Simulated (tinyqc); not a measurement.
A ladder of methods, and size consistency: correlation methods against full CI in the 6-311g basis, for H2, spin multiplicity 1. Computed by the program tinyqc with PySCF. All electrons correlated; +Q is the Davidson correction (1 - c0^2) E_corr. The last columns treat two copies 100 angstrom apart as one system. FCI is the lowest singlet.

Geometry (angstrom):
```
atom,x,y,z
H,0.0000,0.0000,0.0000
H,0.0000,0.0000,0.9690
```

RHF energy of one = -1.102358 hartree

Correlation energies (hartree):
```
method,E_corr of one,share of FCI (%),E_corr of two at 100 angstrom,two minus twice one (mhartree)
MP2,-0.020342,64.3901,-0.040684,0.0000
CISD,-0.031592,100.0000,-0.061557,1.6268
CISD+Q,-0.032452,102.7220,-0.064637,0.2665
CCSD,-0.031592,100.0000,-0.063184,0.0000
CCSD(T),-0.031592,100.0000,-0.063184,0.0000
FCI,-0.031592,100.0000,-,-
```

What does the comparison show, and why?

MP2 recovers 64 %, CISD 100.0 % and CCSD 100.0 % of the FCI value (c0^2 = 0.973 in CISD). MP2 and coupled cluster are size consistent, so their last column vanishes; CISD loses 1.63 mhartree, since a double excitation on each copy is a quadruple of the pair, and the Davidson correction leaves +0.27. With two electrons, or one virtual orbital, CISD and CCSD are exact for one copy, so +Q overshoots there.
